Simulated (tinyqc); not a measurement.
Koster-Slater impurity in an sp3s* host, step by step. Values are carried at full precision from step to step, so a last printed digit may differ when a step is redone from the rounded ones.

sp3s* tight binding, nearest neighbours only: anion (a) at 0, cation (c) at a/4 (1,1,1), orbitals s, px, py, pz, s* on each; k in units of 2 pi/a. With phases e_j = exp(i (pi/2) k.n_j) for n = (1,1,1), (1,-1,-1), (-1,1,-1), (-1,-1,1): g0 = (e1+e2+e3+e4)/4, g1 = (e1+e2-e3-e4)/4, g2 = (e1-e2+e3-e4)/4, g3 = (e1-e2-e3+e4)/4. The diagonal holds the levels Esa, Epa, Exa (s*) and Esc, Epc, Exc. Anion-cation block: <sa|sc> = Vss g0; <sa|xc> = Vsapc g1; <xa|sc> = -Vscpa g1; <xa|xc> = Vxx g0; <xa|yc> = <ya|xc> = Vxy g3, <xa|zc> = <za|xc> = Vxy g2, <ya|zc> = <za|yc> = Vxy g1; <s*a|xc> = Vxapc g1; <xa|s*c> = -Vpaxc g1; y and z take g2 and g3 in place of g1; s-s* and s*-s* vanish.

Inputs chosen for the exercise (out of a larger set: near a published set for GaAs; not measured data):

| symbol | value | unit | meaning |
|---|---|---|---|
| p | (-8.314, 1.042, -2.649, 3.661, 8.588, 6.718, -6.429, 1.959, 5.097, 4.474, 5.767, 4.829, 4.795) | eV | order Esa, Epa, Esc, Epc, Exa, Exc, Vss, Vxx, Vxy, Vsapc, Vscpa, Vxapc, Vpaxc |
| N | 4 |  | mesh |
| V | -3.2 | eV | shift of the s level |

## The gap of the host

Gaps from the top of the valence band to Gamma, to the minimum on (x,0,0) from 0.5 to 1, and to L; the smallest is Eg.

top of the valence band on the scale of the parameters = -0.0049 eV

gaps (eV): Gamma 1.5487, Delta 2.0408, L 1.6865

Eg (smallest gap of the host) = 1.5487 eV

## Where the weight lies

A defect on a cation site (c) shifts the s level there by Vs or the three p levels by Vp and leaves the rest. A level in the gap solves 1/Vs = G_s(E) (symmetry A1) or 1/Vp = G_p(E) (T2, threefold), with G(E) = (1/N^3) sum over k and bands of w/(E - e), where w is the weight of the state on the s orbital of that site, or the mean weight on its px, py, pz. Mesh: k = f1 (-1,1,1) + f2 (1,-1,1) + f3 (1,1,-1), f = (j + 1/2)/N, j = 0 to N - 1. Energies from the top of the valence band at Gamma; the s* orbital of the site is left as it is. An infinite shift removes the s or p orbitals, the model of the ideal vacancy: G(E) = 0.

For each band: mean energy over the mesh and summed weights; each column of weights adds to one.

Bands:

| band | mean energy (eV) | s weight | p weight |
|---|---|---|---|
| 1 | -10.817 | 0.1530 | 0.0201 |
| 2 | -6.121 | 0.3753 | 0.0291 |
| 3 | -2.280 | 0.0082 | 0.1161 |
| 4 | -1.823 | 0.0027 | 0.1124 |
| 5 | 2.176 | 0.2472 | 0.1072 |
| 6 | 3.026 | 0.1621 | 0.0889 |
| 7 | 6.536 | 0.0002 | 0.2181 |
| 8 | 6.948 | 0.0001 | 0.2070 |
| 9 | 9.463 | 0.0483 | 0.0069 |
| 10 | 11.393 | 0.0029 | 0.0942 |

The filled bands hold 0.539 of the s orbital and 0.278 of each p orbital of the cation. Filled states add positive terms to G in the gap and empty ones negative terms.

## Green functions across the gap

G at nine energies E = Eg j/8.

G(E) (1/eV):

| E (eV) | G_s | G_p |
|---|---|---|
| 0.0000 | -0.09771 | -0.00621 |
| 0.1936 | -0.11684 | -0.03639 |
| 0.3872 | -0.13900 | -0.06025 |
| 0.5808 | -0.16545 | -0.08279 |
| 0.7743 | -0.19812 | -0.10619 |
| 0.9679 | -0.24018 | -0.13243 |
| 1.1615 | -0.29743 | -0.16431 |
| 1.3551 | -0.38217 | -0.20715 |
| 1.5487 | -0.52825 | -0.27432 |

Both fall with E, as dG/dE = -sum w/(E - e)^2 demands. G_s keeps its sign, so the vacancy has no level of this symmetry in the gap. G_p keeps its sign, so the vacancy has no level of this symmetry in the gap on this mesh; it nearly vanishes at an edge, where a finer mesh may put a level.

## A first estimate from the table

A defect that shifts the s level of its cation site by V has a level where the host Green function G_s(E) equals 1/V; E is counted from the top of the valence band. Find it by linear interpolation between the two rows that bracket it.

1/V = -0.31250 1/eV
estimated level = 1.196 eV

## The level and its weight on the defect

Solve by bisection with the full sum. The weight of the bound state on the shifted orbital is G^2/(-G'), which is also dE/dV.

level = 1.2026 eV
G'(E) = -0.38221 1/eV^2
weight on the defect orbital = 0.2555

The level lies 1.203 eV above the valence band and 0.346 eV below the conduction band. Only 25.6 % of it sits on the shifted orbital, the rest on other orbitals (the s* of the same site among them), so a shift of 1 eV moves the level by about 256 meV.

## Checks

- Sum of the s weights over all bands against one: both 1.00000.
- First moment of the s weights against the s level of the site, on the scale of the parameters: both -2.64900.

(tinyqc, `OMP_NUM_THREADS=1 python tinyqc.py 1450329 1450330 out.jsonl`, Intel(R) Xeon(R) Processor @ 2.30GHz, 1 thread, shared host, about 0.04 s.)
